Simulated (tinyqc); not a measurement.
Mesh and choice of bands: charge neutrality level from zone-averaged pseudopotential bands.

Empirical pseudopotential on the fcc lattice, atoms at +/- tau, tau = a (1,1,1)/8, no spin-orbit coupling. H(G,G') = c (2 pi/a)^2 |k + G|^2 delta + VS(q) cos(q.tau) + i VA(q) sin(q.tau), q = G - G', c = hbar^2/2m0; k and G in units of 2 pi/a; VS at |q|^2 = 3, 8, 11 and VA at 3, 4, 11, in rydberg, zero elsewhere. At each k the basis holds all G with |k + G|^2 up to 16; energies are counted from the fourth level at Gamma.

Mesh: k = sum_i (n_i + 1/2)/N b_i, n_i = 0 ... N - 1, b = (-1,1,1), (1,-1,1), (1,1,-1); points with the same sorted |kx|, |ky|, |kz| after folding to the shortest k + G are joined, with their count as weight. Neutrality (branch-point) level: E_N = (1/2) mean over k of [E5 + (E3 + E4)/2], E_n the n-th level from below.

Constants: hbar^2/2m0 = 3.80998211 eV angstrom^2; Ry = 13.60569312 eV.

Values chosen for the exercise: a = 6.102 angstrom (lattice constant); VS = (-0.222, -0, 0.049) Ry (symmetric form factors); VA = (0.059, 0.051, 0.009) Ry (antisymmetric form factors).

E_N with E5 alone, and with (E5 + E6)/2 in its place.

Results:

| N | joined points | E_N (eV) | E_N, two conduction bands (eV) |
|---|---|---|---|
| 1 | 1 | 0.4243 | 1.2423 |
| 2 | 2 | 0.5644 | 1.1761 |
| 3 | 6 | 0.7332 | 1.0810 |
| 4 | 10 | 0.7118 | 1.0985 |
| 5 | 19 | 0.7207 | 1.0912 |

For scale, the lowest gap of this set is 0.68 eV. Against N = 5 the errors are -296, -156, +12 and -9 meV for N = 1 to 4 (N = 1 is the L point alone). Taking the second conduction band in moves E_N by +0.37 eV, more than the mesh error at N = 2: the definition, not the mesh, limits the estimate. Local form factors place the indirect gaps only to a few tenths of an eV, and E_N moves with them.

Computed by tinyqc, a small Python program: `OMP_NUM_THREADS=1 python tinyqc.py 1850322 1850323 out.jsonl` (the numbers bound the seed that draws the inputs); one thread of a shared host (Intel(R) Xeon(R) Processor @ 2.30GHz), about 0.1 s for the whole set of steps.
